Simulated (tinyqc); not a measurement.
# Doping from the ideality factor

Inverse problem. For thermionic-field emission over a Schottky barrier the ideality factor is n = u coth(u) with u = E00/Vt and E00 = (hbar/2) sqrt(Nd/(me m0 eps0 eps_r)) in SI units (volts). Find u, E00 and Nd.

Parameters, values chosen for the exercise; band and dielectric values close to those of indium phosphide:
```
symbol   value  unit                meaning
T          200     K            temperature
me      0.0807    m0          electron mass
eps_r     12.5        relative permittivity
```

Constants: q = 1.602176634e-19 C, kB = 1.380649e-23 J/K, eps0 = 8.8541878128e-12 F/m, hbar = 1.054571817e-34 J s, m0 = 9.1093837015e-31 kg, Vt = kB T/q. Results are converted to the units shown.

n = 1.1234574

Solution. u coth(u) rises steadily from 1, so n fixes u; the definition of E00 then gives Nd.

u = 0.616
E00 = 10.6 meV
Nd = 3.30e17 cm^-3

Computed by the program tinyqc: `OMP_NUM_THREADS=1 python tinyqc.py 2640098 2640099 out.jsonl`, one thread of a shared Intel Xeon 2.30GHz, about 0.01 s for the whole run.
